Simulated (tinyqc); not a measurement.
What each parameter does: donor level screened by free carriers (Yukawa potential).

Screening wave number: Debye ks^2 = 4 pi q n/(eps kB T); Thomas-Fermi ks^2 = 6 pi q n/(eps EF) with EF = c (3 pi^2 n/gv)^(2/3)/m, c = hbar^2/2m0; the two are joined by 1/ks^2 = sqrt(1/ks_D^4 + 1/ks_TF^4). 1e18/cm^3 = 1e-6/angstrom^3, q = e^2/(4 pi eps0).

Potential -(q/(eps r)) exp(-ks r), q = e^2/(4 pi eps0). In units Ry* = Ry m/eps^2 and a* = a0 eps/m the problem is [-Laplacian - 2 exp(-x r)/r] psi = E psi with x = ks a*.

Converged values use 18 functions exp(-z r), z = 1.55^i, i = -11 to 6: S = 2/A^3, H = z_i z_j S - 2/(A + x)^2, A = z_i + z_j.

Constants: e^2/(4 pi eps0) = 14.39964547 eV angstrom; kB = 8.617333262e-05 eV/K; hbar^2/2m0 = 3.80998211 eV angstrom^2; Ry = 13.60569312 eV; a0 (Bohr radius) = 0.5291772105 angstrom.

Inputs chosen for the exercise (near those of a donor in GaAs, with one mean mass; the results hold for these values, not for the real material):
```
symbol  value  unit         meaning
m       0.064  m0           mass
eps     12.9                dielectric constant
gv      1                   valleys
T       200    K            temperature
n       0.018  x 1e18/cm^3  free-carrier density
```

Ry* = Ry m/eps^2, a* = a0 eps/m, x = ks a* with the joined ks; converged binding.

Results for these values:
```
case,1/ks (angstrom),x,binding in Ry*,binding (meV)
base,262.7,0.406,0.390,2.04
```

What happens to each result for gv = 2, all else kept?

Answer: 1/ks falls from 262.7 to 261.9; x rises from 0.406 to 0.407; binding in Ry* falls from 0.390 to 0.389; binding falls from 2.04 to 2.03.

The same for each parameter in turn:
```
case,1/ks (angstrom),x,binding in Ry*,binding (meV)
base,262.7,0.406,0.390,2.04
n = 0.027 x 1e18/cm^3,215.4,0.495,0.301,1.57
T = 170 K,242.8,0.439,0.355,1.86
m = 0.072 m0,262.4,0.361,0.440,2.59
eps = 11.9,252.4,0.390,0.408,2.51
gv = 2,261.9,0.407,0.389,2.03
```

Computed by tinyqc, a small Python program: `OMP_NUM_THREADS=1 python tinyqc.py 1280186 1280187 out.jsonl` (the numbers bound the seed that draws the inputs); one thread of a shared host (Intel(R) Xeon(R) Processor @ 2.30GHz), about 0.01 s for the whole set of steps.
